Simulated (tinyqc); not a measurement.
# Surface photovoltage measurement of the minority-carrier diffusion length in a wafer, step by step

A worked calculation. Computed by tinyqc, a small Python program that keeps every step. Command: `OMP_NUM_THREADS=1 python tinyqc.py 3130360 3130361 out.jsonl spv walk`. One thread of a shared host (Intel(R) Xeon(R) Processor @ 2.30GHz), about 0.01 s of CPU time with the checks. Intermediate numbers are printed to about 7 digits and carried at full precision; extremes and crossings named in words are read from the listed rows.

Low injection, steady light, a depletion layer much thinner than 1/alpha and L. The excess density dn is taken at the front edge of the neutral region; light that reaches the back is lost.

Inputs (values chosen for the exercise, modelled on p-type silicon at room temperature):
```
quantity                                              value               unit
diffusion length L                                      120         micrometre
wafer thickness W                                       725         micrometre
diffusivity D                                          25.8             cm^2/s
front recombination velocity S_f                       1900               cm/s
back recombination velocity S_b                        1200               cm/s
photon flux entering                                3.3e+12         1/(cm^2 s)
minority density at the surface barrier scale n_0   2.1e+10             1/cm^3
temperature T                                           298                  K
wavelength                                              941                 nm
relative noise of each reading                          0.5                  %
diffusion length after pair splitting over L           0.56                  -
iron factor C                                      1.08e+16  micrometre^2/cm^3
```

Constants: k_B = 8.617333262e-05 eV/K.

## One wavelength

alpha = (84.732/lambda - 76.417)^2 per cm with lambda in micrometre (an empirical fit for silicon between 0.7 and 1.05 micrometre). Thick wafer: dn = Phi L/((S_f + D/L)(L + 1/alpha)). Finite wafer, with s = S_b L/D, w = W/L, a = alpha L: dn = [Phi a/(a^2 - 1)] [a - B - exp(-alpha W)(a - s)/(cosh w + s sinh w)]/(S_f + B D/L), B = (sinh w + s cosh w)/(cosh w + s sinh w). Photovoltage V = (k_B T/e) ln(1 + dn/n_0). Lifetime = L^2/D.

alpha = 185.7124 1/cm

penetration depth 1/alpha = 53.84670 micrometre

dn, thick wafer = 5.624368e+08 1/cm^3

B = 0.9999968

dn, finite wafer = 5.624392e+08 1/cm^3

photovoltage V = 0.6787245 mV

lifetime = 5.581395 microsecond

## The linear plot

normal deviates g for the noise: 0.81  -2.02  0.23  2.26  -0.36  -1.55  -0.04

Readings y = (Phi/dn) (1 + noise x g) at 780, 830, 880, 920, 950, 975 and 995 nm; a least-squares line y = c (1/alpha + L_app) gives L_app = intercept/slope.

Readings:
```
lambda (nm)  1/alpha (micrometre)  y (cm/s)  line (cm/s)
780                        9.6364  4392.941     4379.356
830                       15.1760  4516.102     4565.258
880                       25.3298  4910.509     4906.012
920                       40.6576  5483.446     5420.400
950                       61.2783  6107.100     6112.415
975                       90.9173  7063.225     7107.074
995                      130.8877  8465.639     8448.448
```

slope = 33.55918 cm/(s micrometre)

apparent length L_app = 120.8600 micrometre

error of L_app (rounded to 0.001) = 0.717 %

At W/L = 6.0 the finite thickness shifts L_app by less than 0.05 %. S_f scales all readings alike and leaves L_app unchanged.

## Where the wafer is too thin

No noise; L is varied at fixed W, and the last two columns set S_b to 0 and to 1e7 cm/s.

Apparent length (micrometre):
```
L            W/L  given S_b   S_b = 0  S_b = 1e7
36.2    20.02762    36.2000     36.20    36.2000
72.5    10.00000    72.5000     72.50    72.4999
145.0    5.00000   145.0133    145.10   144.8778
218.0    3.32569   217.9019    220.03   215.8241
362.0    2.00276   354.2694    390.22   334.4326
580.0    1.25000   512.2444    746.06   444.7157
942.0    0.76964   651.6396   1634.22   522.1120
1520.0   0.47697   733.8551   3724.45   560.9346
2900.0   0.25000   780.1489  10443.80   580.9337
```

With a fast back surface L_app levels off, at 581 micrometre in the last row; with a passive one it reaches up to 3.60 times L among these rows and is 10400 in the last. All three columns are within 5 % of L down to W/L = 3.3.

## Iron from two lengths

Splitting iron-boron pairs in boron-doped silicon shortens L; with nothing else changing, [Fe] = C (1/L_after^2 - 1/L^2). It is evaluated with the true lengths and with the apparent ones (without noise), which differ when the wafer is not thick against L.

L_after = 67.2 micrometre

[Fe] from the true lengths = 1.641582e+12 1/cm^3

[Fe] from the apparent lengths = 1.641627e+12 1/cm^3

bias, apparent over true less 1 (rounded to 0.001) = 0.003 %

Checks made by the program: dn against a finite-difference solution (relative difference 2e-06).
